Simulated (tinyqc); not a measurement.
# Worked calculation: ballistic Schottky-barrier transistor with a one-dimensional channel, WKB contacts

Program tinyqc, `OMP_NUM_THREADS=1 python tinyqc.py 2390058 2390059 out.jsonl`; Intel Xeon 2.30GHz, shared host, one thread, about 0.07 s. Printed values are rounded.

Source Fermi level 0, drain Fermi level -Vd. Far from the contacts Ec = pn - psi, and the gate moves psi one to one; the band edges relax as exp(-x/lam) from pn at the source and pn - Vd at the drain; Ev = Ec - Eg. A carrier of energy w inside the channel band meets at a contact a barrier of height D (the contact edge beyond the channel edge): T = 1 for w >= D, else exp(-S), S = 4 lam sqrt(m/C) [sqrt(D - w) - sqrt(w) arctan sqrt((D - w)/w)], C = hbar^2/(2 m0). The two contacts combine as Ts Td/(Ts + Td - Ts Td).

Inputs (values chosen for the exercise); channel values close to those of a carbon nanotube:
```
symbol  value  unit                                        meaning
T         350     K                                    temperature
Eg      0.824    eV                                       band gap
pn       0.29    eV         barrier for electrons at both contacts
mn      0.061    m0                                  electron mass
mp      0.058    m0                                      hole mass
g           2                                  valleys or subbands
lam       3.2    nm               screening length at the contacts
Vd        0.5     V                                     drain bias
ps      -0.58     V      band shift psi of the channel by the gate
w0       0.77    eV  energy of one carrier inside the channel band
wm        1.3    eV                          upper end of the grid
nE         13                                   points of the grid
```

Constants: q = 1.602176634e-19 C, kB = 1.380649e-23 J/K, hbar = 1.054571817e-34 J s, h = 6.62607015e-34 J s, m0 = 9.1093837015e-31 kg, Vt = kB T/q, hbar^2/(2 m0) = 0.0380998212 eV nm^2. Results are converted to the units shown.

Range of the model: No scattering, image-force lowering, channel charge or band-to-band tunnelling; parabolic kappa overstates S deep in the gap.

## Band edges and barriers

Electrons: Ds = psi, Dd = psi - Vd, Es = Ec, Ed = Ec + Vd. Holes: Ds = -psi, Dd = Vd - psi, Es = -Ev, Ed = -Ev - Vd. The size of each current is taken; both flow from drain to source and add.

Ec = 0.87 eV
Ev = 0.046 eV
D for electrons (eV): source -0.58000, drain -1.08000
D for holes (eV): source 0.58000, drain 1.08000

A negative D is no barrier. Here the holes carry the larger current.

## Transmission of one of the holes

S and T at both contacts for w = w0, and the tunnelling distance lam ln(D/w) at the higher barrier.

S at the source = 0
S at the drain = 0.957604
combined T = 0.383811
tunnelling distance = 1.08264 nm

## Current of the holes on a coarse grid

I = g (2 q^2/h) int T(w) [f(Es + w) - f(Ed + w)] dw, f(y) = 1/(1 + exp(y/Vt)). Electrons: Ds = psi, Dd = psi - Vd, Es = Ec, Ed = Ec + Vd. Holes: Ds = -psi, Dd = Vd - psi, Es = -Ev, Ed = -Ev - Vd. The size of each current is taken; both flow from drain to source and add. Simpson's rule on nE equally spaced w from 0 to wm.

```
point   w (eV)          Ts          Td           T  size of the supply difference
0      0.00000  5.97736e-6  7.44985e-8  7.35815e-8                       0.178702
1      0.10833  0.00670964  1.14195e-4  1.12296e-4                       0.887625
2      0.21667   0.0604322  0.00144319  0.00141152                       0.996507
3      0.32500    0.234933  0.00816460  0.00795314                       0.999247
4      0.43333    0.565314   0.0301595   0.0294759                       0.976693
5      0.54167    0.932401   0.0840373   0.0835284                       0.535857
6      0.65000           1    0.189780    0.189780                      0.0308226
7      0.75833           1    0.361383    0.361383                     8.75295e-4
8      0.86667           1    0.592630    0.592630                     2.41320e-5
9      0.97500           1    0.841409    0.841409                     6.64770e-7
10     1.08333           1           1           1                     1.83122e-8
11     1.19167           1           1           1                    5.04440e-10
12     1.30000           1           1           1                    1.38956e-11
```

current = 1.59264 uA

A converged quadrature gives 1.477 uA; this grid is 7.8 % above that. Under 0.001 % of it passes over both barriers, the rest tunnels. The other carrier adds 1.39e-12 uA.
